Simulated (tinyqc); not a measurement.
# Worked calculation: tunnelling through a gate dielectric, WKB transmission and Tsu-Esaki current

Computed by the program tinyqc: `OMP_NUM_THREADS=1 python tinyqc.py 2540037 2540038 out.jsonl`, one thread of a shared Intel Xeon 2.30GHz, about 0.03 s for the whole run. Printed values are rounded.

Electrons leave the emitter at x = 0. Energies E (motion across the layers) are in eV from the emitter Fermi level; the collector Fermi level lies at -V and offers states at every E. No charge in the dielectric and no image force: F1 = V/t1, U = phi1 - F1 x. With C = hbar^2/(2 m0), kappa = sqrt(m (U - E)/C) where U > E and 0 elsewhere; T(E) = exp(-S), S = 2 times the integral of kappa over x.

Inputs (values chosen for the exercise); dielectric values close to those of silicon dioxide:
- T = 350 K (temperature)
- Ef = 0.09 eV (Fermi energy of the emitter above its band bottom)
- me = 0.46 m0 (emitter mass in the supply function)
- phi1 = 3.13 eV (barrier of layer 1 above the emitter Fermi level at zero bias)
- m1 = 0.48 m0 (tunnelling mass of layer 1)
- t1 = 5.6 nm (thickness of layer 1)
- V = 4.3 V (voltage across the dielectric)
- E = -0.06 eV (energy of the electron followed)
- nc = 7 (cells in each layer)
- Ea = -0.09 eV (lower end of the energy grid)
- Eb = 0.54 eV (upper end of the energy grid)
- nE = 13 (points of the energy grid)

Constants: q = 1.602176634e-19 C, kB = 1.380649e-23 J/K, hbar = 1.054571817e-34 J s, m0 = 9.1093837015e-31 kg, Vt = kB T/q, hbar^2/(2 m0) = 0.0380998212 eV nm^2. Results are converted to the units shown.

## Fields and band edges

F1 = V/t1, U = phi1 - F1 x.

F1 = 7.67857 MV/cm
U at x = t1 = -1.17 eV

## WKB exponent by the midpoint rule

Cut each layer into nc equal cells, take U and kappa at the cell centres, and sum S = 2 sum kappa h.

```
cell   x (nm)    U (eV)  kappa (1/nm)
0     0.40000   2.82286       6.02658
1     1.20000   2.20857       5.34608
2     2.00000   1.59429       4.56525
3     2.80000   0.98000       3.61973
4     3.60000   0.36571       2.31589
5     4.40000  -0.24857       0.00000
6     5.20000  -0.86286       0.00000
```

S = 34.9976
T(E) = 6.32003e-16

## WKB exponent in closed form

Each layer adds (2/F) sqrt(m/C) [G(u at its left edge) - G(u at its right edge)] to S, with u = U - E (0 where negative) and G(u) = (2/3) u^1.5. The slope follows from 1/d = -dS/dE.

S = 35.1159
T(E) = 5.61526e-16
energy d over which T(E) grows by a factor e = 0.060561 eV

The midpoint rule gives S = 34.998, so its T(E) is 13 % above this value. The band edge of layer 1 drops below E inside the layer: the barrier there is triangular (the Fowler-Nordheim case).

## Current density on a coarse energy grid

J = J0 times the integral of T(E) N(E) dE, N = ln[(1 + exp(-E/Vt))/(1 + exp((-E - V)/Vt))], J0 = q^2 me m0 kB T/(2 pi^2 hbar^3) (times 1e-4 for A/cm^2 per eV), by Simpson's rule on nE equally spaced points from Ea to Eb.

```
point     E (eV)         T(E)           N       T(E) N
0      -0.090000  3.41767e-16     3.03337  1.03671e-15
1      -0.037500  8.13646e-16     1.49676  1.21783e-15
2       0.015000  1.92323e-15    0.475083  9.13695e-16
3       0.067500  4.51328e-15    0.101356  4.57447e-16
4       0.120000  1.05146e-14   0.0185372  1.94911e-16
5       0.172500  2.43165e-14  0.00327641  7.96707e-17
6       0.225000  5.58204e-14  5.75463e-4  3.21226e-17
7       0.277500  1.27186e-13  1.00961e-4  1.28408e-17
8       0.330000  2.87613e-13  1.77095e-5  5.09346e-18
9       0.382500  6.45462e-13  3.10629e-6  2.00499e-18
10      0.435000  1.43746e-12  5.44848e-7  7.83195e-19
11      0.487500  3.17649e-12  9.55672e-8  3.03569e-19
12      0.540000  6.96462e-12  1.67626e-8  1.16745e-19
```

J0 = 2.24523e8 A/(cm^2 eV)
J = 4.09041e-8 A/cm^2

The integrand peaks at E = -0.0375 eV among these points. A converged quadrature from -Ef to above the barrier gives 4.083e-8 A/cm^2; this grid is 0.18 % above that.
